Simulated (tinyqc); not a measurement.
Uniformly doped HEMT, charge control: two steps of the calculation.

A two-dimensional electron gas of density ns under a barrier. EF and the subbands are counted from the conduction-band edge of the channel at the interface. Two subbands of a triangular well with an infinite wall, parabolic band, no carriers in the barrier.

Values chosen for this exercise; material values close to those of AlGaAs on GaAs:
```
symbol   value   unit                                         meaning
T          200      K                                     temperature
d           25     nm          barrier thickness from gate to channel
ds         2.2     nm              undoped spacer next to the channel
me       0.068     m0                    electron mass in the channel
ec        12.7                   relative permittivity of the channel
ebr       12.1                   relative permittivity of the barrier
phiB      0.97     eV                      barrier height of the gate
dEc      0.224     eV                          conduction-band offset
ND      7.4e17  cm^-3                 donor density of the doped part
eta       0.75         share of ns that counts in the confining field
Nb           0  cm^-2                  depletion charge of the buffer
Vg        0.75      V                                    gate voltage
```

Constants: q = 1.602176634e-19 C, kB = 1.380649e-23 J/K, hbar = 1.054571817e-34 J s, m0 = 9.1093837015e-31 kg, Vt = kB T/q, eps0 = 8.8541878128e-14 F/cm where lengths are in cm, hbar^2/(2 m0) = 0.0380998212 eV nm^2. Results are converted to the units shown.

Question 1. New ns. F = q (eta ns + Nb)/(eps0 ec) in eV/nm; E_k = a_k (C F^2/me)^(1/3), a_0 = 2.338107, a_1 = 4.087949, C = hbar^2/(2 m0); D = me m0 q/(pi hbar^2); ns = D Vt [ln(1 + exp((EF - E_0)/Vt)) + ln(1 + exp((EF - E_1)/Vt))], which gives EF = E_0 + Vt ln{2 s/[(1 + u) + sqrt((1 + u)^2 + 4 u s)]} with s = exp(ns/(D Vt)) - 1, u = exp((E_0 - E_1)/Vt). Newton: g = ns + Nb - eps0 eb (Vg - Voff - EF)/(q d), ns(new) = ns - g/(1 + (eps0 eb/(q d)) dEF/dns), the derivative by central differences over +/- 0.01 % of ns.

ns at the start = 1.6e11 cm^-2
eb = 12.1
Voff = 0.45836104 V

Give: E_0; E_1; EF; dEF/dns; ns after iteration 1.

Answer 1.

E_0 = 0.02756 eV
E_1 = 0.04819 eV
EF = 0.005549 eV
dEF/dns = 0.2565 eV per 1e12 cm^-2
ns after iteration 1 = 5.190e11 cm^-2

Question 2. Fermi level, second subband and capacitance. Fully depleted barrier with eb = ebr: Vp = q ND (d - ds)^2/(2 eps0 eb); donors per area ND (d - ds); Voff = phiB - dEc - Vp.

Gate capacitance C = q dns/dVg = eps0 eb/(d + dd), dd = (eps0 eb/q) dEF/dns. dEF/dns by central differences over +/- 0.01 % of ns.

converged ns = 5.7681136e11 cm^-2

Give: EF; share of the second subband; dd; C.

Answer 2.

EF = 0.07599 eV
share of the second subband = 9.223 %
dd = 8.614 nm
C = 0.3187 uF/cm^2

The rise of EF with ns acts as 8.61 nm of extra barrier, 34.5 % of d. EF is 0.34 of the band offset dEc.

Computed by the program tinyqc: `OMP_NUM_THREADS=1 python tinyqc.py 2180113 2180114 out.jsonl`, one thread of a shared Intel Xeon 2.30GHz, about 0.01 s for the whole run.
